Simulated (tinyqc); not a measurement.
Six-transistor SRAM cell, nodal equations and margins: one step of the calculation.

Two cross-coupled inverters (pull-down bn, pull-up bp) hold the nodes Q and QB; access transistors (ba, threshold VTn, gate on the word line at Vdd when selected) join them to the bit lines. Transistor (EKV form, voltages against the body): I = 2 n b Vt^2 [F(vp - Vs) - F(vp - Vd)] from drain to source, F(v) = ln^2(1 + exp(v/(2 Vt))), vp = (Vg - VT + sg |Vd - Vs|)/n. n-channel bodies are at 0; for the p-channel device all voltages are counted down from Vdd. b in uA/V^2 gives I in uA. For an access transistor the bit line is the drain and the node the source. In a read both bit lines are at Vdd. The cell is symmetric (no mismatch).

Task. Read current and disturbance. Iread = Ia(bit line at Vdd, source Q); cell ratio bn/ba; time to pull a bit line of 20 fF down by 0.1 V at that current.

Values chosen for this exercise:
```
symbol  value    unit                                  meaning
T         300       K                              temperature
Vdd         1       V                           supply voltage
n        1.16                                     slope factor
sg      0.081                   drain-induced barrier lowering
VTn      0.35       V                      n-channel threshold
bn        180  uA/V^2  gain factor of the pull-down transistor
ba        150  uA/V^2     gain factor of the access transistor
```

Constants: q = 1.602176634e-19 C, kB = 1.380649e-23 J/K, Vt = kB T/q. Results are converted to the units shown.

(Q, QB) (V): Q 0.17118442, QB 0.99974715

Give: Iread; cell ratio; time.

Result.

Iread = 17.39 uA
cell ratio = 1.200
time = 115.0 ps

Computed by the program tinyqc: `OMP_NUM_THREADS=1 python tinyqc.py 2340001 2340002 out.jsonl`, one thread of a shared Intel Xeon 2.30GHz, about 0.1 s for the whole run.
